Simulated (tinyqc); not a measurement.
Changing the pressure p: adsorption as a lattice gas: isotherms with interactions, competition, desorption peaks and saturation dose. Computed by tinyqc, a small Python program. Command: `OMP_NUM_THREADS=1 python tinyqc.py 3028122 3028123 out.jsonl adsorb sweep`. One thread of a shared host (Intel(R) Xeon(R) Processor @ 2.30GHz), about 0.01 s of CPU time with the checks.

One adsorbate per site; a molecule needs 2 empty sites. Gas and surface have the same temperature.

Inputs (values chosen for the exercise, for a model surface):
```
quantity,value,unit
desorption energy E,1.88,eV
prefactor nu,9.7e+12,1/s
pair energy w (positive repels),0.049,eV
neighbours z,4,-
site density N_s,12,1/nm^2
molecular mass M,199,u
sticking coefficient s0,0.08,-
temperature T,676,K
"blocking by a second gas, K_B p_B",1.7,-
```

Adsorption: dissociative (second order).

Constants: u = 1.6605390666e-27 kg; k_B = 1.380649e-23 J/K; k_B = 8.617333262e-05 eV/K.

Method. Flux F = p/sqrt(2 pi M k_B T); k_d = nu exp(-E/(k_B T)); 2 s0 F (1 - theta)^2 = N_s k_d theta^2, so y = sqrt(2 s0 F/(N_s k_d)), theta = y/(1 + y). With a second gas on the same sites theta = y/(1 + y + K_B p_B). With u = w/(k_B T). Mean field: theta/(1 - theta) = y exp(-z u theta). Quasi-chemical: theta/(1 - theta) = y [(r - 1 + 2 theta)(1 - theta)/((r + 1 - 2 theta) theta)]^(-z/2) exp(-z u/2), r = sqrt(1 - 4 theta (1 - theta)(1 - exp(-u))).

One run for each value:
```
pressure p (Pa),Langmuir coverage,"coverage, mean field","coverage, quasi-chemical",coverage with the second gas
1.00e-05,0.09191,0.07329,0.07736,0.03613
4.60e-05,0.17836,0.12483,0.13366,0.07442
2.20e-04,0.32191,0.19672,0.21071,0.14953
1.00e-03,0.50301,0.28173,0.29718,0.27265
4.60e-03,0.68462,0.37817,0.38921,0.44567
2.20e-02,0.82600,0.48307,0.48476,0.63745
1.00e-01,0.91008,0.58540,0.57725,0.78941
4.60e-01,0.95596,0.68451,0.66996,0.88938
2.20e+00,0.97937,0.77673,0.76170,0.94619
1.00e+01,0.99022,0.85202,0.84121,0.97402
```

Describe and explain the trends.

Over the rows, Langmuir coverage rises from 0.0919 to 0.990 (exponent d ln y / d ln x 0.43 between the first rows and 0.0073 between the last); coverage, mean field rises from 0.0733 to 0.852 (exponent d ln y / d ln x 0.35 between the first rows and 0.061 between the last); coverage, quasi-chemical rises from 0.0774 to 0.841 (exponent d ln y / d ln x 0.36 between the first rows and 0.066 between the last). At the high end the exponent of Langmuir coverage is 0.01, close to 0: saturation.
